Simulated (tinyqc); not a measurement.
## Phonon and roughness prefactors from two fields

Inverse problem. At 300 K and high field 1/mu = E^(1/3)/Ap + E^gs/As, E in MV/cm. Find Ap and As.

Parameters, values chosen for the exercise:

| symbol | value | unit | meaning |
|---|---|---|---|
| gs | 2 |  | exponent of the roughness term |

mu at E = 0.53 and 1.25 MV/cm (cm^2/(V s)): 417.71403  204.82555

Solution. Two linear equations in 1/Ap and 1/As.

Ap = 406.0 cm^2/(V s)
As = 701.0 cm^2/(V s)

Computed by the program tinyqc: `OMP_NUM_THREADS=1 python tinyqc.py 2510138 2510139 out.jsonl`, one thread of a shared Intel Xeon 2.30GHz, about 0.01 s for the whole run.
